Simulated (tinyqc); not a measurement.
Raising the sheet density: Gamma, L and X subbands of a thin body with non-parabolic valleys.

Hard walls, flat band, c = hbar^2/2m0, energies from the bulk Gamma edge. For a valley at angle theta to the normal 1/m_z = cos^2/ml + sin^2/mt and m_d = sqrt(ml mt^2/m_z). Subband n starts at E_v + e with e (1 + a e) = c (n pi/t)^2/m_z, and its density-of-states mass is taken as m_d (1 + 2 a e), without further growth at higher in-plane energy. Groups are named by valley and degeneracy.

n_i = g m/(2 pi c) kB T ln(1 + exp((EF - E_i)/kB T)), sum n_i = Ns (1e12/cm^2 = 1e-4/angstrom^2), c = hbar^2/2m0. Quantum capacitance Cq = 1602.176634 sum g m/(2 pi c) f_i in microfarad/cm^2 with f_i = 1/(1 + exp((E_i - EF)/kB T)); Cox = 34.5313/eot (one gate); C/Cox = Cq/(Cq + Cox), the centroid term left out.

Constants: hbar^2/2m0 = 3.80998211 eV angstrom^2; kB = 8.617333262e-05 eV/K.

Inputs chosen for the exercise (near those of a thin InAs channel; not measured data): face = 110 (surface); mG = 0.026 m0 (Gamma mass); aG = 2.3 1/eV (Gamma non-parabolicity); EL = 0.707 eV (L edge above Gamma); mL = (0.664, 0.052) m0 (L valleys (four, along <111>): ml, mt); EX = 0.994 eV (X edge above Gamma); mX = (1.147, 0.159) m0 (X valleys (three, along <100>): ml, mt); aS = 0.34 1/eV (non-parabolicity of L and X); t = 54 angstrom (body thickness); T = 300 K (temperature); eot = 13 angstrom (equivalent oxide thickness); Nl = (0.5, 1, 2, 4, 7, 11, 16) x 1e12/cm^2 (sheet densities).

Fixed thickness, n = 1 to 8 of all groups; the gate overdrive above the lowest edge is (EF - E_lowest)/e + 0.1602177 Ns/Cox in volts.

Results:
```
Ns (1e12/cm^2)  EF - lowest (eV)  Gamma share (%)     Cq  C/Cox  overdrive (V)
0.5                        0.003            100.0   2.18  0.450          0.033
1.0                        0.033            100.0   3.20  0.546          0.093
2.0                        0.077            100.0   3.90  0.595          0.197
4.0                        0.156            100.0   4.09  0.607          0.397
11.0                       0.413             99.3   6.47  0.709          1.076
16.0                       0.487             93.0  16.33  0.860          1.452
```

Give the missing row, Ns (1e12/cm^2) = 7.0.

Computed row:
```
Ns (1e12/cm^2)  EF - lowest (eV)  Gamma share (%)    Cq  C/Cox  overdrive (V)
7.0                        0.273            100.0  4.12  0.608          0.695
```

The lowest subband is G1 n=1. At the highest density band filling takes 0.487 V of the 1.452 V overdrive. Cq grows from 2.2 to 16.3 microfarad/cm^2 while EF moves from +0.003 to +0.487 eV against the lowest edge; the Gamma share stays within 93 to 100 %.

Computed by tinyqc, a small Python program: `OMP_NUM_THREADS=1 python tinyqc.py 1280813 1280814 out.jsonl` (the numbers bound the seed that draws the inputs); one thread of a shared host (Intel(R) Xeon(R) Processor @ 2.30GHz), about 0.03 s for the whole set of steps.
